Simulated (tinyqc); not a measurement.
Worked calculation: Pariser-Parr-Pople SCF with singles CI, for the molecule C=C1C=CC=CC=C1 (SMILES; centres numbered as the heavy atoms are written). Computed by tinyqc, a small Python program that keeps every step. Settings: charge = 0, gamma = Ohno, start = huckel, damping = 0.5, iteration cap = 65, excitations kept = 4. Command: `OMP_NUM_THREADS=1 python tinyqc.py 20343 20344 out.jsonl` (the two numbers bound the seeds that draw the settings). One thread of a shared host (Intel(R) Xeon(R) Processor @ 2.60GHz), about 0.01 s of CPU time with the checks.

Centres (angstrom, eV; a flat drawing with bonds scaled to 1.40 angstrom):

| centre | x | y | core charge z | W | gamma_rr |
|---|---|---|---|---|---|
| 1C | 2.63700 | 0.00000 | 1 | 11.16000 | 11.13000 |
| 2C | 1.23700 | 0.00000 | 1 | 11.16000 | 11.13000 |
| 3C | 0.62900 | 1.26100 | 1 | 11.16000 | 11.13000 |
| 4C | -0.73600 | 1.57300 | 1 | 11.16000 | 11.13000 |
| 5C | -1.83000 | 0.70000 | 1 | 11.16000 | 11.13000 |
| 6C | -1.83000 | -0.70000 | 1 | 11.16000 | 11.13000 |
| 7C | -0.73600 | -1.57300 | 1 | 11.16000 | 11.13000 |
| 8C | 0.62900 | -1.26100 | 1 | 11.16000 | 11.13000 |

Resonance integrals (eV):

| i | j | beta |
|---|---|---|
| 1 | 2 | -2.14000 |
| 2 | 3 | -2.14000 |
| 3 | 4 | -2.14000 |
| 4 | 5 | -2.14000 |
| 5 | 6 | -2.14000 |
| 6 | 7 | -2.14000 |
| 7 | 8 | -2.14000 |
| 8 | 2 | -2.14000 |

Stop when output and input P, before any damping, agree to 1e-7.

Course of the cycle:

| iteration | E (eV) | largest \|P(out) - P(in)\| |
|---|---|---|
| 1 | -102.0259271 | 1.46e-01 |
| 2 | -102.1481230 | 9.20e-02 |
| 3 | -102.2309915 | 5.95e-02 |
| 4 | -102.2857200 | 3.94e-02 |
| 5 | -102.3213336 | 2.67e-02 |
| 6 | -102.3443386 | 1.85e-02 |
| 7 | -102.3591607 | 1.30e-02 |
| 8 | -102.3687154 | 1.04e-02 |
| 9 | -102.3748894 | 8.60e-03 |
| 10 | -102.3788929 | 7.11e-03 |
| 11 | -102.3814994 | 5.88e-03 |
| ... | ... | ... |
| 55 | -102.3865178 | 1.05e-06 |
| 56 | -102.3865178 | 8.60e-07 |
| 57 | -102.3865178 | 7.06e-07 |
| 58 | -102.3865178 | 5.80e-07 |
| 59 | -102.3865178 | 4.76e-07 |
| 60 | -102.3865178 | 3.90e-07 |
| 61 | -102.3865178 | 3.20e-07 |
| 62 | -102.3865178 | 2.63e-07 |
| 63 | -102.3865178 | 2.16e-07 |
| 64 | -102.3865178 | 1.77e-07 |
| 65 | -102.3865178 | 1.45e-07 |

Can the last value be used, and what does the course show?

Not by the stop rule, although the second column moves by less than 1e-07 over the last three steps. Not converged within 65 iterations: the residual falls steadily but slowly, by a factor of about 0.82 a step. Reruns (cap 100 unless said): damping 0: converged in 31 (E = -102.38652); the original settings with a cap of 400: converged in 67 (E = -102.38652).
